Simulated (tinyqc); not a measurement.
The size of the error: propagation of a band-gap error through k.p and effective-mass formulas.

Chain, for a gap E (the reference Eg or another value), with Ep and Dso kept: 1/me = 1 + Ep (E + 2 Dso/3)/(E (E + Dso)); g* = 2 - 2 Ep Dso/(3 E (E + Dso)); g1(E) = g1 + (Ep/3)(1/E - 1/Eg), g2(E) = g2 + (Ep/6)(1/E - 1/Eg), light hole 1/(g1 + 2 g2), heavy hole 1/(g1 - 2 g2) along [100]; optical constant ei(E) = 1 + (ei - 1)(EP/(EP + E - Eg))^2, static e0(E) = ei(E) + e0 - ei.

Donor: R = Ry me/e0^2, a_B = a0 e0/me, Mott density (0.26/a_B)^3. Nc, Nv = 2 (m kT/(4 pi c))^(3/2), c = hbar^2/2m0, ni = sqrt(Nc Nv) exp(-E/2kT). Exciton: Ry mu/e0^2 with 1/mu = 1/me + g1(E). 1 angstrom^-3 = 1e24 cm^-3.

Constants: Ry = 13.60569312 eV; a0 (Bohr radius) = 0.5291772105 angstrom; kB = 8.617333262e-05 eV/K; hbar^2/2m0 = 3.80998211 eV angstrom^2.

Parameters, chosen for this exercise (reference values near those of GaAs, gap at low temperature; not measured data): Eg = 1.515 eV (gap at Gamma to the s-like level); Dso = 0.339 eV (spin-orbit splitting); Ep = 25.4 eV (Kane energy); g1 = 6.95 (Luttinger gamma1); g2 = 2.07 (gamma2); e0 = 12.7 (static dielectric constant); ei = 10.75 (optical dielectric constant); EP = 5.38 eV (mean (Penn) gap); mh = 0.46 m0 (density-of-states mass of the holes); T = 300 K (temperature).

E = f Eg; ratios against f = 1.

Results:
```
f     E (eV)  me ratio  light-hole ratio  e0 ratio  donor ratio  Mott ratio       g*  log10 ni ratio
0.25   0.379     0.291             0.249     1.466        0.135     0.00783  -19.116            9.14
0.40   0.606     0.442             0.398     1.344        0.245      0.0355   -8.024            7.37
0.60   0.909     0.634             0.598     1.207        0.435       0.145   -3.060            4.94
0.80   1.212     0.820             0.799     1.094        0.684       0.420   -1.054            2.48
1.00   1.515     1.000             1.000     1.000        1.000        1.00   -0.044            0.00
1.20   1.818     1.176             1.202     0.920        1.388        2.09    0.536           -2.49
1.50   2.272     1.432             1.506     0.822        2.118        5.28    1.033           -6.25
2.00   3.030     1.840             2.016     0.700        3.758        18.2    1.438          -12.53
```

How do the results move, and what explains it?

Between f = 0.8 and 1.2 the mean powers d ln(ratio)/d ln f are 0.89 for me, 1.01 for the light hole, -0.43 for e0, 1.74 for the donor energy and 3.95 for the Mott density; ni moves by -0.82 decades per 0.1 eV, against -0.1 eV/(2 kT ln 10) = -0.84 from the exponential alone, the rest coming from Nc through me^(3/4). g* changes sign between f = 1.00 and 1.20; the place of this zero hangs on remote bands, which are left out.

Program tinyqc; command `OMP_NUM_THREADS=1 python tinyqc.py 1850339 1850340 out.jsonl`; about 0.01 s on one thread of a shared Intel(R) Xeon(R) Processor @ 2.30GHz.
